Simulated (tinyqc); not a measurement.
Incorporation against temperature: precursor delivery by bubblers, mass-transport growth and the solid composition of a III-V alloy. Computed by tinyqc, a small Python program. Command: `OMP_NUM_THREADS=1 python tinyqc.py 3018520 3018521 out.jsonl movpe_thermo walk`. One thread of a shared host (Intel(R) Xeon(R) Processor @ 2.30GHz), about 0.01 s of CPU time with the checks.

1 sccm = 44.615 micromol/min; 1 torr = 133.322 Pa. The sources decompose fully at the surface.

Inputs (values chosen for the exercise, modelled on trimethylgallium (source 1) and trimethylindium (source 2) for the vapour pressures):
```
quantity                                                                                                  value        unit
bath temperature T1                                                                                         273           K
bath temperature T2                                                                                         288           K
bubbler pressure p_b                                                                                       1400        torr
carrier flow F1                                                                                              39        sccm
carrier flow F2                                                                                              35        sccm
total flow F_t                                                                                               15         slm
group-V flow F_V                                                                                            160        sccm
reactor pressure p                                                                                          200        torr
growth temperature T                                                                                        850           K
diffusivity at 273 K and 760 torr                                                                          0.31      cm^2/s
flow cross-section A                                                                                         65        cm^2
distance from the leading edge z                                                                             13          cm
lattice constant a                                                                                         5.75    angstrom
interaction L0 of the solid                                                                                6.74      kJ/mol
log10 of p_B,eq over pure BC at 1000 K and 1 torr of group V (exaggerated: liquid indium has about -4.1)   -2.9  log10 torr
enthalpy of that equilibrium H                                                                              367      kJ/mol
```

Alloy: mixing on the group-III sites, with desorption of B.

constants a, b of source 1 (log10 torr, K): 8.091  1703

constants a, b of source 2 (log10 torr, K): 10.53  3014

Constants: k_B = 1.380649e-23 J/K; R = 8.314462618 J/(mol K).

Method:
- log10 p_v = a - b/T_bath; molar flow = F x 44.615 x p_v/(p_b - p_v) for a saturated bubbler.
- p_i = p n_i/(44615 F_t), F_t in slm; p_V = p F_V/(1000 F_t), counted per molecule supplied; V/III = 44.615 F_V/(n1 + n2); vapour fraction of source 2 = n2/(n1 + n2).
- Mean velocity u = (F_t/A)(760/p)(T/273); D = D0 (T/273)^1.75 (760/p); boundary layer delta = sqrt(pi D z/u); flux = D dp/(delta k_B T); growth rate = flux x a^3/4.
- A sticks fully. B desorbs: its surface pressure is p_B* = x gamma_B K/sqrt(p_V), ln gamma_B = L0 (1 - x)^2/(R T), K = 10^(log10 K at 1000 K) exp[-(H/R)(1/T - 1/1000)], p_V in torr. With equal diffusivities x = (p_2 - p_B*)/(p_1 + p_2 - p_B*). Growth rate = rate per torr x p_1/(1 - x).

p_2 = 3.87223e-04 torr

K/sqrt(p_V) = 3.56924e-07 torr

p_V = 2.13333 torr

vapour fraction of source 2 = 0.0136931

p_1 = 0.0278915 torr

At fixed flows:
```
T (K)  K/sqrt(p_V) (torr)         x  share of B incorporated, 1 - p_B*/p_2
870            1.1777e-06  0.013692                                0.99990
904            7.9386e-06  0.013684                                0.99933
934            3.8095e-05  0.013651                                0.99688
957            1.1861e-04  0.013565                                0.99053
982            3.8379e-04  0.013295                                0.97056
1007           1.1715e-03  0.012566                                0.91666
1035           3.8346e-03  0.010625                                0.77351
1076           1.9475e-02  0.005606                                0.40610
```

What does the comparison show, and why?

x equals the vapour fraction 0.014 while gamma_B K/sqrt(p_V) is small against p_1 + p_2 = 0.028 torr and falls once it is not. Between the last rows the apparent energy R d ln x/d(1/T) is 144 kJ/mol, against H = 367. Caution: the boundary layer is a quarter or more of the root of the cross-section, so it fills much of the channel and depletion along the flow matters.

Extremes, crossings and ranges named in words are read from the listed rows.
